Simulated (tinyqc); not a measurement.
Inside a calculation. Model: velocity overshoot from momentum and energy balance equations after a field step. Computed by tinyqc, a small Python program that keeps every step. Command: `OMP_NUM_THREADS=1 python tinyqc.py 3013578 3013579 out.jsonl overshoot walk`. One thread of a shared host (Intel(R) Xeon(R) Processor @ 2.30GHz), about 0.02 s of CPU time with the checks. Intermediate numbers are printed to about 6 digits and carried at full precision; extremes and crossings named in words are read from the listed rows.

At t = 0 the field jumps from 0 to F in a uniform sample. v is the drift velocity and u = w - (3/2) k_B T the excess energy per carrier.

Inputs (values chosen for the exercise, modelled on electrons in germanium except for tau_E):
```
quantity                      value        unit
effective mass m               0.12         m_0
low-field mobility mu_0        3900  cm^2/(V s)
saturation velocity v_s        0.62    1e7 cm/s
energy relaxation time tau_E   0.37          ps
field after the step F          1.6       kV/cm
lattice temperature T           300           K
time step dt                    330          fs
```

Scheme: explicit Euler.

Constants: m_0 = 9.1093837015e-31 kg; e = 1.602176634e-19 C; k_B = 8.617333262e-05 eV/K.

## Constants and steady state

dv/dt = e F/m - v/tau_m(u), du/dt = e F v - u/tau_E, tau_m(u) = tau_0/(1 + c u), tau_0 = m mu_0/e, c = mu_0/(e tau_E v_s^2); this choice gives the steady state v (1 + mu_0 F v/v_s^2) = mu_0 F, which saturates at v_s. Steady velocity v = 2 mu_0 F/(1 + sqrt(1 + 4 (mu_0 F/v_s)^2)); u = e F v tau_E; carrier temperature T + 2u/(3 k_B), neglecting the drift energy m v^2/2.

tau_0 = 266.087 fs

c = 274.208 1/eV

acceleration e F/m = 0.00234509 1e7 cm/s per fs

steady velocity = 0.384282 1e7 cm/s

steady excess energy = 0.00227495 eV

steady carrier temperature = 317.600 K

tau_E/tau_0 = 1.39, and in the steady state tau_m has shrunk to 163.9 fs.

## First four steps

dv/dt = e F/m - v/tau_m(u), du/dt = e F v - u/tau_E, tau_m(u) = tau_0/(1 + c u), tau_0 = m mu_0/e, c = mu_0/(e tau_E v_s^2); this choice gives the steady state v (1 + mu_0 F v/v_s^2) = mu_0 F, which saturates at v_s. Step: v_new = v + dt (e F/m - v/tau_m(u)), u_new = u + dt (e F v - u/tau_E). Start v = u = 0; the distance adds dt (v + v_new)/2.

Steps:
```
step  t (fs)  v (1e7 cm/s)       u (eV)  tau_m (fs)
1        330       0.77388   0.00000000     266.087
2        660       0.58800   0.00408609     125.487
3        990      -0.18441   0.00354638     134.902
4       1320       1.04058  -0.00059031     317.477
```

After the first step u is still 0, below the drift energy m v^2/2, because the explicit scheme uses the old v: an error of the finite time step.

## The whole transient

Run to 8 times the larger of tau_E and tau_0, but at most 20001 steps, and stop early if |v| > 1000 v_s or u < -1/(2c); the run is accepted if the last v is within 0.5 % of the steady value.

Selected steps, the peak among them:
```
step  t (fs)  v (1e7 cm/s)       u (eV)  distance (nm)
1        330       0.77388   0.00000000         12.769
2        660       0.58800   0.00408609         35.240
3        990      -0.18441   0.00354638         41.899
4       1320       1.04058  -0.00059031         56.026
5       1650       0.73283   0.00543045         85.287
6       1980      -0.75549   0.00445643         84.913
7       2310       2.10029  -0.00350721        107.103
```

peak velocity = 2.10029 1e7 cm/s

time of the peak = 2310 fs

distance at the peak = 107.103 nm

last relative deviation from the steady velocity = 4.46550

peak over steady velocity = 5.46550

The run fails. Linearised at the steady state the two equations have the rates -0.0044 +/- 0.0019i per fs; the explicit step is stable only for dt < 2 |Re|/|rate|^2 = 385.7 fs, against dt = 330 fs; so near that limit the swings die out too slowly.

Reruns converge with time step dt = 33.0; or with scheme = implicit in the damping.
